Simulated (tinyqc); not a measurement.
Effective mass of the split-off band from tabulated energies, step by step. Values are carried at full precision from step to step, so a last printed digit may differ when a step is redone from the rounded ones.

c = hbar^2/2m0. A uniform scatter of up to 0.1 meV has been added to mimic numerical noise.
Constants: hbar^2/2m0 = 3.80998211 eV angstrom^2.

## Finite differences

Energies along [110], from the band edge downward:
```
k (1/angstrom)  E (meV)
0.00000          0.0000
0.00260          0.3564
0.00520          1.2168
0.00780          2.5017
0.01040          4.7189
0.01300          7.3286
0.01560         10.6939
0.01820         14.6299
0.02080         19.3697
```

reference mass (curvature of the model at k = 0.0001 1/angstrom) = 0.09052 m0

The band is even in k. m = c k^2/E(k) from the points 1, 2, 4 (k = 0 is point 0); Richardson from points 1 and 2: c/m = [16 E(k1) - E(k2)]/(12 k1^2).

m from points 1, 2, 4 (m0): [0.07227, 0.08467, 0.08733]

m by Richardson = 0.06890 m0

Errors against the reference: -20.17, -6.47 and -3.53 % and -23.88 %. The extrapolation does not help: a scatter of 0.1 meV is 28 % of the first energy, and the formula weights that point by 4/3.

## Least squares over all points

Fit E = a k^2 (a = sum k^2 E/sum k^4), then E = a k^2 + b k^4 from the normal equations; E in eV; m = c/a.

sums of k^4, k^6, k^8: [4.0086e-07, 1.3807e-10, 5.1548e-14]

sums of k^2 E, k^4 E: [1.7765e-05, 6.1388e-09]

a, one term = 44.317 eV angstrom^2

a and b, two terms: [42.62, 4937]

m, one and two terms (m0): [0.08597, 0.08940]

The parabola over all points errs by -5.0 % because the weights k^4 favour the outer points; the second term brings the error to -1.2 %.

## The non-parabolic form

E (1 + alpha E) = c k^2/m means that y = c k^2/E is a straight line in E with intercept m and slope m alpha. Fit the line by unweighted least squares over points 1 to 8, E in eV.

y (m0): [0.07227, 0.08467, 0.09266, 0.08733, 0.08786, 0.08670, 0.08626, 0.08510]

m = 0.08388 m0
alpha = 2.317 1/eV

The intercept errs by -7.34 %. The scatter of the first points, divided by small energies, tilts an unweighted line. For this band the scale of alpha is set by Dso = 0.29 eV as well as by the gap.

## Checks

- Two-term fit by normal equations against a least-squares routine: both 42.6167.

Run: tinyqc, `OMP_NUM_THREADS=1 python tinyqc.py 1850026 1850027 out.jsonl`; Intel(R) Xeon(R) Processor @ 2.30GHz, one thread, shared host; about 0.01 s of CPU time with all checks.
